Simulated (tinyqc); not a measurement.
Worked calculation: LCCD on RHF in the sto-3g basis, frozen core, for BeH2, spin multiplicity 1. Computed by tinyqc, a small Python program that keeps every step (integrals from PySCF). Settings: charge = 0, multiplicity = 1, basis = sto-3g, method = RHF, frozen orbitals = 1, energy threshold = 1e-10, iteration cap = 69, orthogonalisation = symmetric, start = core, DIIS depth = 6, amplitude equations = LCCD, DIIS depth for amplitudes = 4, cap on updates = 50. Command: `OMP_NUM_THREADS=1 python tinyqc.py 22671 22672 out.jsonl` (the two numbers bound the seeds that draw the settings). One thread of a shared host (Intel(R) Xeon(R) Processor @ 2.60GHz), about 0.1 s of CPU time with the checks. The early iterations of the SCF are left out here.

## One-electron integrals

Geometry (angstrom):

| atom | x | y | z |
|---|---|---|---|
| Be | 0.000000 | 0.000000 | 0.000000 |
| H | 0.000000 | 1.333000 | 0.033000 |
| H | 0.000000 | -1.333000 | 0.033000 |

Basis sto-3g: exponents (1/bohr^2) and contraction coefficients of normalised primitives:

| element | l (shell) | exponent | coefficient |
|---|---|---|---|
| Be | s (1) | 30.167871 | 0.154329 |
| Be | s (1) | 5.495115 | 0.535328 |
| Be | s (1) | 1.487193 | 0.444635 |
| Be | s (2) | 1.314833 | -0.099967 |
| Be | s (2) | 0.305539 | 0.399513 |
| Be | s (2) | 0.099371 | 0.700115 |
| Be | p (3) | 1.314833 | 0.155916 |
| Be | p (3) | 0.305539 | 0.607684 |
| Be | p (3) | 0.099371 | 0.391957 |
| H | s (1) | 3.425251 | 0.154329 |
| H | s (1) | 0.623914 | 0.535328 |
| H | s (1) | 0.168855 | 0.444635 |

Overlap, kinetic and nuclear-attraction integrals over the contracted functions; the nuclear repulsion is the sum of Za Zb / Rab.

nuclear repulsion = 3.37337556 hartree

overlap S, lower triangle:
```
           1Be 1s    1Be 2s   1Be 2px    1Be 2py   1Be 2pz     2H 1s     3H 1s
1Be 1s   1.000000
1Be 2s   0.259517  1.000000
1Be 2px  0.000000  0.000000  1.000000
1Be 2py  0.000000  0.000000  0.000000   1.000000
1Be 2pz  0.000000  0.000000  0.000000   0.000000  1.000000
2H 1s    0.070505  0.462632  0.000000   0.527583  0.013061  1.000000
3H 1s    0.070505  0.462632  0.000000  -0.527583  0.013061  0.036028  1.000000
```

kinetic energy T (hartree), lower triangle:
```
            1Be 1s    1Be 2s   1Be 2px    1Be 2py   1Be 2pz      2H 1s     3H 1s
1Be 1s    6.693975
1Be 2s   -0.033012  0.211111
1Be 2px   0.000000  0.000000  0.660592
1Be 2py   0.000000  0.000000  0.000000   0.660592
1Be 2pz   0.000000  0.000000  0.000000   0.000000  0.660592
2H 1s    -0.016446  0.070142  0.000000   0.196093  0.004855   0.760032
3H 1s    -0.016446  0.070142  0.000000  -0.196093  0.004855  -0.009487  0.760032
```

nuclear attraction V (hartree), lower triangle:
```
             1Be 1s     1Be 2s    1Be 2px    1Be 2py    1Be 2pz      2H 1s      3H 1s
1Be 1s   -15.354813
1Be 2s    -2.105229  -3.054402
1Be 2px    0.000000   0.000000  -2.957858
1Be 2py    0.000000   0.000000   0.000000  -3.192438
1Be 2pz   -0.000900  -0.007386   0.000000   0.000000  -2.958002
2H 1s     -0.571488  -1.375687   0.000000  -1.534583  -0.038865  -2.999626
3H 1s     -0.571488  -1.375687   0.000000   1.534583  -0.038865  -0.125116  -2.999626
```

core Hamiltonian H = T + V (hartree), lower triangle:
```
            1Be 1s     1Be 2s    1Be 2px    1Be 2py    1Be 2pz      2H 1s      3H 1s
1Be 1s   -8.660838
1Be 2s   -2.138241  -2.843291
1Be 2px   0.000000   0.000000  -2.297267
1Be 2py   0.000000   0.000000   0.000000  -2.531846
1Be 2pz  -0.000900  -0.007386   0.000000   0.000000  -2.297410
2H 1s    -0.587934  -1.305545   0.000000  -1.338490  -0.034010  -2.239595
3H 1s    -0.587934  -1.305545   0.000000   1.338490  -0.034010  -0.134603  -2.239595
```

## Two-electron integrals

Functions are numbered as in S; the eight-fold symmetry (ij|kl) = (ji|kl) = (kl|ij) leaves the list below.

Two-electron integrals (ij|kl) in chemists' order, unique and non-zero (hartree):
```
(11|11) 2.298831    (21|11) 0.392036    (21|21) 0.079539    (22|11) 0.570988
(22|21) 0.143041    (22|22) 0.417683    (31|31) 0.014607    (32|31) 0.021888
(32|32) 0.092265    (33|11) 0.569578    (33|21) 0.143083    (33|22) 0.417589
(33|33) 0.449859    (41|41) 0.014607    (42|41) 0.021888    (42|42) 0.092265
(43|43) 0.024249    (44|11) 0.569578    (44|21) 0.143083    (44|22) 0.417589
(44|33) 0.401360    (44|44) 0.449859    (51|51) 0.014607    (52|51) 0.021888
(52|52) 0.092265    (53|53) 0.024249    (54|54) 0.024249    (55|11) 0.569578
(55|21) 0.143083    (55|22) 0.417589    (55|33) 0.401360    (55|44) 0.401360
(55|55) 0.449859    (61|11) 0.105494    (61|21) 0.021381    (61|22) 0.038713
(61|33) 0.038430    (61|41) 0.001923    (61|42) 0.003585    (61|44) 0.039301
(61|51) 0.000048    (61|52) 0.000089    (61|54) 0.000022    (61|55) 0.038430
(61|61) 0.006037    (62|11) 0.228535    (62|21) 0.057942    (62|22) 0.181008
(62|33) 0.174480    (62|41) 0.007624    (62|42) 0.044417    (62|44) 0.193890
(62|51) 0.000189    (62|52) 0.001100    (62|54) 0.000481    (62|55) 0.174492
(62|61) 0.017202    (62|62) 0.111583    (63|31) 0.005657    (63|32) 0.025589
(63|43) 0.007950    (63|53) 0.000197    (63|63) 0.011069    (64|11) 0.235704
(64|21) 0.060547    (64|22) 0.198523    (64|33) 0.186791    (64|41) 0.012518
(64|42) 0.069581    (64|44) 0.221770    (64|51) 0.000170    (64|52) 0.001089
(64|54) 0.000669    (64|55) 0.186802    (64|61) 0.018906    (64|62) 0.139937
(64|64) 0.182548    (65|11) 0.005835    (65|21) 0.001499    (65|22) 0.004915
(65|33) 0.004624    (65|41) 0.000170    (65|42) 0.001089    (65|44) 0.005097
(65|51) 0.005661    (65|52) 0.025616    (65|54) 0.007961    (65|55) 0.005018
(65|61) 0.000468    (65|62) 0.003464    (65|64) 0.004245    (65|65) 0.011174
(66|11) 0.393038    (66|21) 0.101520    (66|22) 0.352859    (66|33) 0.327248
(66|41) 0.016640    (66|42) 0.121448    (66|44) 0.403746    (66|51) 0.000412
(66|52) 0.003007    (66|54) 0.001894    (66|55) 0.327295    (66|61) 0.031143
(66|62) 0.269678    (66|64) 0.360828    (66|65) 0.008933    (66|66) 0.774606
(71|11) 0.105494    (71|21) 0.021381    (71|22) 0.038713    (71|33) 0.038430
(71|41) -0.001923   (71|42) -0.003585   (71|44) 0.039301    (71|51) 0.000048
(71|52) 0.000089    (71|54) -0.000022   (71|55) 0.038430    (71|61) 0.005498
(71|62) 0.014510    (71|64) 0.014524    (71|65) 0.000397    (71|66) 0.024979
(71|71) 0.006037    (72|11) 0.228535    (72|21) 0.057942    (72|22) 0.181008
(72|33) 0.174480    (72|41) -0.007624   (72|42) -0.044417   (72|44) 0.193890
(72|51) 0.000189    (72|52) 0.001100    (72|54) -0.000481   (72|55) 0.174492
(72|61) 0.014510    (72|62) 0.061154    (72|64) 0.060368    (72|65) 0.001869
(72|66) 0.110137    (72|71) 0.017202    (72|72) 0.111583    (73|31) 0.005657
(73|32) 0.025589    (73|43) -0.007950   (73|53) 0.000197    (73|63) 0.004971
(73|73) 0.011069    (74|11) -0.235704   (74|21) -0.060547   (74|22) -0.198523
(74|33) -0.186791   (74|41) 0.012518    (74|42) 0.069581    (74|44) -0.221770
(74|51) -0.000170   (74|52) -0.001089   (74|54) 0.000669    (74|55) -0.186802
(74|61) -0.014524   (74|62) -0.060368   (74|64) -0.056564   (74|65) -0.001814
(74|66) -0.106308   (74|71) -0.018906   (74|72) -0.139937   (74|74) 0.182548
(75|11) 0.005835    (75|21) 0.001499    (75|22) 0.004915    (75|33) 0.004624
(75|41) -0.000170   (75|42) -0.001089   (75|44) 0.005097    (75|51) 0.005661
(75|52) 0.025616    (75|54) -0.007961   (75|55) 0.005018    (75|61) 0.000397
(75|62) 0.001869    (75|64) 0.001814    (75|65) 0.005027    (75|66) 0.003455
(75|71) 0.000468    (75|72) 0.003464    (75|74) -0.004245   (75|75) 0.011174
(76|11) 0.022892    (76|21) 0.005656    (76|22) 0.015872    (76|33) 0.015614
(76|44) 0.016379    (76|51) 0.000036    (76|52) 0.000169    (76|55) 0.015616
(76|61) 0.001538    (76|62) 0.007064    (76|64) 0.007877    (76|65) 0.000239
(76|66) 0.014159    (76|71) 0.001538    (76|72) 0.007064    (76|74) -0.007877
(76|75) 0.000239    (76|76) 0.000615    (77|11) 0.393038    (77|21) 0.101520
(77|22) 0.352859    (77|33) 0.327248    (77|41) -0.016640   (77|42) -0.121448
(77|44) 0.403746    (77|51) 0.000412    (77|52) 0.003007    (77|54) -0.001894
(77|55) 0.327295    (77|61) 0.024979    (77|62) 0.110137    (77|64) 0.106308
(77|65) 0.003455    (77|66) 0.198444    (77|71) 0.031143    (77|72) 0.269678
(77|74) -0.360828   (77|75) 0.008933    (77|76) 0.014159    (77|77) 0.774606
```

## Orthogonalisation

S = U s U^T; symmetric (Loewdin) form X = U s^(-1/2) U^T, so that X^T S X = 1.

eigenvalues of S: 0.235653  0.341067  0.936328  1.000000  1.000723  1.728318  1.757911

X, lower triangle:
```
            1Be 1s     1Be 2s   1Be 2px    1Be 2py    1Be 2pz      2H 1s     3H 1s
1Be 1s    1.028359
1Be 2s   -0.153116   1.264468
1Be 2px   0.000000   0.000000  1.000000
1Be 2py   0.000000   0.000000  0.000000   1.394638
1Be 2pz  -0.000484   0.006592  0.000000   0.000000   1.000183
2H 1s     0.017615  -0.318957  0.000000  -0.459247  -0.008869   1.316299
3H 1s     0.017615  -0.318957  0.000000   0.459247  -0.008869  -0.109700  1.316299
```

## Iteration 7 (converged): orbitals

converged F (hartree), lower triangle:
```
            1Be 1s     1Be 2s   1Be 2px    1Be 2py    1Be 2pz      2H 1s      3H 1s
1Be 1s   -4.516315
1Be 2s   -1.287959  -0.633381
1Be 2px   0.000000   0.000000  0.211902
1Be 2py   0.000000   0.000000  0.000000  -0.238835
1Be 2pz   0.000555  -0.005878  0.000000   0.000000   0.211711
2H 1s    -0.359975  -0.419289  0.000000  -0.335081  -0.006686  -0.315704
3H 1s    -0.359975  -0.419289  0.000000   0.335081  -0.006686  -0.050543  -0.315704
```

Diagonalise F' = X^T F X, C = X C', fill 3 alpha and 3 beta electrons from the bottom; D = 2 C_occ C_occ^T. Each column has its largest component positive (the first on a tie).

F' = X^T F X (hartree), lower triangle:
```
           1          2         3          4          5          6         7
1  -4.407138
2  -0.688625  -0.088317
3   0.000000   0.000000  0.211902
4   0.000000   0.000000  0.000000   0.282069
5   0.000646   0.002623  0.000000   0.000000   0.211961
6  -0.059318  -0.337504  0.000000  -0.481116  -0.008506   0.108491
7  -0.059318  -0.337504  0.000000   0.481116  -0.008506  -0.129325  0.108491
```

orbital energies (hartree): MO1 -4.519764, MO2 -0.457107, MO3 -0.420817, MO4 0.211619, MO5 0.211902, MO6 0.460925, MO7 0.940703

coefficients C:
```
               MO1        MO2        MO3        MO4       MO5        MO6        MO7
1Be 1s    0.991753  -0.224198   0.000000   0.010888  0.000000  -0.218240   0.000000
1Be 2s    0.031765   0.557224   0.000000  -0.049384  0.000000   1.229589   0.000000
1Be 2px   0.000000   0.000000   0.000000   0.000000  1.000000   0.000000   0.000000
1Be 2py   0.000000   0.000000   0.503348   0.000000  0.000000   0.000000   1.453778
1Be 2pz  -0.000015   0.005928   0.000000   0.998794  0.000000   0.054232   0.000000
2H 1s    -0.002811   0.394346   0.405078   0.020531  0.000000  -0.821051  -1.031289
3H 1s    -0.002811   0.394346  -0.405078   0.020531  0.000000  -0.821051   1.031289
```

D after iteration 7, lower triangle:
```
            1Be 1s    1Be 2s   1Be 2px    1Be 2py   1Be 2pz      2H 1s     3H 1s
1Be 1s    2.067679
1Be 2s   -0.186850  0.623015
1Be 2px   0.000000  0.000000  0.000000
1Be 2py   0.000000  0.000000  0.000000   0.506719
1Be 2pz  -0.002687  0.006605  0.000000   0.000000  0.000070
2H 1s    -0.182399  0.439299  0.000000   0.407791  0.004675   0.639210
3H 1s    -0.182399  0.439299  0.000000  -0.407791  0.004675  -0.017144  0.639210
```

## Convergence

Stop when the energy changes by less than 1e-10 hartree and every element of the error matrix X^T (F D S - S D F) X is below 3e-06.

Course of the cycle:

| iteration | E (hartree) | change | largest element of the error matrix |
|---|---|---|---|
| 1 | -15.12366154 | - | 5.53e-01 |
| 2 | -15.55649214 | -4.33e-01 | 5.63e-02 |
| 3 | -15.55979259 | -3.30e-03 | 1.35e-03 |
| 4 | -15.55980113 | -8.54e-06 | 3.08e-04 |
| 5 | -15.55980156 | -4.22e-07 | 3.56e-05 |
| 6 | -15.55980156 | -3.85e-09 | 3.64e-06 |
| 7 | -15.55980156 | -2.22e-11 | 6.73e-09 |

PySCF RHF in the same basis = -15.55980156 hartree

Converged in 7 iterations.

## Integrals over molecular orbitals

(pq|rs) = sum C_ip C_jq C_kr C_ls (ij|kl), one index at a time.

one-electron integrals over orbitals h = C^T H C (hartree), lower triangle:
```
           1          2          3          4          5          6          7
1  -8.649189
2   0.225004  -2.462375
3   0.000000   0.000000  -2.423925
4  -0.011675   0.001324   0.000000  -2.296849
5   0.000000   0.000000   0.000000   0.000000  -2.297267
6   0.193725  -0.173815   0.000000  -0.011996   0.000000  -1.915663
7   0.000000   0.000000  -0.280807   0.000000   0.000000   0.000000  -1.801532
```

Two-electron integrals over orbitals (pq|rs), unique and non-zero (hartree); the lowest 1 orbital is frozen and left out:
```
(22|22) 0.398250    (32|32) 0.164344    (33|22) 0.411546    (33|33) 0.434700
(42|22) 0.002565    (42|33) 0.002455    (42|42) 0.049389    (43|32) 0.002688
(43|43) 0.014699    (44|22) 0.368874    (44|33) 0.356260    (44|42) -0.005784
(44|44) 0.450081    (52|52) 0.049396    (53|53) 0.014629    (54|52) -0.002056
(54|54) 0.024325    (55|22) 0.369003    (55|33) 0.356303    (55|42) -0.001685
(55|44) 0.401320    (55|55) 0.449859    (62|22) -0.024437   (62|33) -0.047472
(62|42) -0.000613   (62|44) 0.052227    (62|55) 0.052484    (62|62) 0.077772
(63|32) -0.094615   (63|43) -0.002200   (63|63) 0.083425    (64|22) 0.001005
(64|33) -0.000482   (64|42) 0.047065    (64|44) -0.001585   (64|55) 0.001281
(64|62) 0.004647    (64|64) 0.050561    (65|52) 0.047372    (65|54) -0.001443
(65|65) 0.050827    (66|22) 0.396862    (66|33) 0.407802    (66|42) 0.006021
(66|44) 0.366878    (66|55) 0.367261    (66|62) -0.034501   (66|64) 0.003976
(66|66) 0.412039    (72|32) -0.044237   (72|43) -0.002605   (72|63) 0.061177
(72|72) 0.056590    (73|22) -0.005766   (73|33) -0.021021   (73|42) -0.003771
(73|44) 0.059415    (73|55) 0.059400    (73|62) 0.073007    (73|64) 0.001585
(73|66) -0.026329   (73|73) 0.082504    (74|32) -0.006423   (74|43) 0.013665
(74|63) 0.003782    (74|72) 0.000964    (74|74) 0.016832    (75|53) 0.013759
(75|75) 0.016548    (76|32) 0.142615    (76|43) 0.003070    (76|63) -0.095207
(76|72) -0.055608   (76|74) -0.005566   (76|76) 0.140383    (77|22) 0.427765
(77|33) 0.446512    (77|42) 0.000496    (77|44) 0.391051    (77|55) 0.390950
(77|62) -0.036352   (77|64) -0.001701   (77|66) 0.435541    (77|73) -0.010780
(77|77) 0.488356
```

## LCCD: starting amplitudes

t_ij^ab = <ij||ab> / (e_i + e_j - e_a - e_b), whose energy is MP2.

Starting amplitudes (spin orbitals 1a, 1b, ...; amplitudes related by a flip of all spins are not repeated):

| from | to | t |
|---|---|---|
| 3a 3b | 6a 6b | -0.047307 |
| 2a 2b | 6a 6b | -0.042358 |
| 2a 2b | 4a 4b | -0.036927 |
| 2a 2b | 5a 5b | -0.036917 |
| 2a 3b | 6a 7b | -0.032027 |
| 3a 3b | 7a 7b | -0.030298 |
| 2a 3b | 6b 7a | 0.026837 |
| 2a 2b | 7a 7b | -0.020242 |
| 3a 3b | 4a 4b | -0.011621 |
| 3a 3b | 5a 5b | -0.011560 |
| 2a 3a | 6a 7a | -0.005189 |
| 2a 3b | 4a 7b | 0.001858 |
| 3a 3b | 4a 6b | 0.001453 |
| 2a 3b | 4b 7a | -0.001283 |
| 2a 3a | 4a 7a | 0.000574 |
| 2a 2b | 4a 6b | 0.000386 |

correlation energy = -0.02298512 hartree

## LCCD: amplitude update 1

t_ij^ab D_ij^ab are set to the remaining terms of the spin-orbital equations, evaluated with the old amplitudes; for the doubles these are <ij||ab> + 1/2 <ab||ef> t_ij^ef + 1/2 <mn||ij> t_mn^ab + P(ij)P(ab) <mb||ej> t_im^ae, D the orbital-energy denominators (linear CCD).

Amplitudes after update 1 (spin orbitals 1a, 1b, ...; amplitudes related by a flip of all spins are not repeated):

| from | to | t |
|---|---|---|
| 3a 3b | 6a 6b | -0.064873 |
| 2a 2b | 6a 6b | -0.055063 |
| 2a 2b | 4a 4b | -0.047575 |
| 2a 2b | 5a 5b | -0.047564 |
| 2a 3b | 6a 7b | -0.043953 |
| 3a 3b | 7a 7b | -0.038434 |
| 2a 3b | 6b 7a | 0.037976 |
| 2a 2b | 7a 7b | -0.026114 |
| 3a 3b | 4a 4b | -0.009022 |
| 3a 3b | 5a 5b | -0.008915 |
| 2a 3a | 6a 7a | -0.005978 |
| 2a 3b | 4a 7b | 0.002498 |
| 3a 3b | 4a 6b | 0.002387 |
| 2a 3b | 4b 7a | -0.001813 |
| 2a 3a | 4a 7a | 0.000685 |
| 2a 2b | 4a 6b | 0.000533 |

correlation energy = -0.03055211 hartree

## LCCD: convergence

E_corr = 1/4 sum <ij||ab> t_ij^ab; stop when the norm of the change is below 1e-8.

Course of the amplitude iterations:

| update | correlation energy (hartree) | norm of the change |
|---|---|---|
| 0 | -0.02298512 | - |
| 1 | -0.03055211 | 7.34e-02 |
| 2 | -0.03321245 | 2.83e-02 |
| 3 | -0.03484791 | 1.20e-02 |
| 4 | -0.03483366 | 1.91e-03 |
| 5 | -0.03483152 | 3.42e-04 |
| 6 | -0.03483174 | 2.01e-05 |
| 7 | -0.03483187 | 9.18e-06 |
| 8 | -0.03483184 | 8.59e-07 |
| 9 | -0.03483184 | 8.72e-08 |
| 10 | -0.03483184 | 4.06e-08 |
| 11 | -0.03483184 | 6.49e-09 |

Converged amplitudes (spin orbitals 1a, 1b, ...; amplitudes related by a flip of all spins are not repeated):

| from | to | t |
|---|---|---|
| 3a 3b | 6a 6b | -0.078321 |
| 2a 2b | 6a 6b | -0.060857 |
| 2a 2b | 5a 5b | -0.054742 |
| 2a 2b | 4a 4b | -0.054739 |
| 2a 3b | 6a 7b | -0.050438 |
| 2a 3b | 6b 7a | 0.044184 |
| 3a 3b | 7a 7b | -0.042128 |
| 2a 2b | 7a 7b | -0.029599 |
| 2a 3a | 6a 7a | -0.006254 |
| 3a 3b | 4a 6b | 0.003443 |
| 2a 3b | 4a 7b | 0.002842 |
| 2a 3b | 4b 7a | -0.002124 |
| 3a 3b | 4a 4b | -0.001381 |
| 3a 3b | 5a 5b | -0.001208 |
| 2a 3a | 4a 7a | 0.000718 |
| 2a 2b | 4a 6b | 0.000499 |

LCCD total energy = -15.59463340 hartree

Converged in 11 updates, with DIIS from the third.
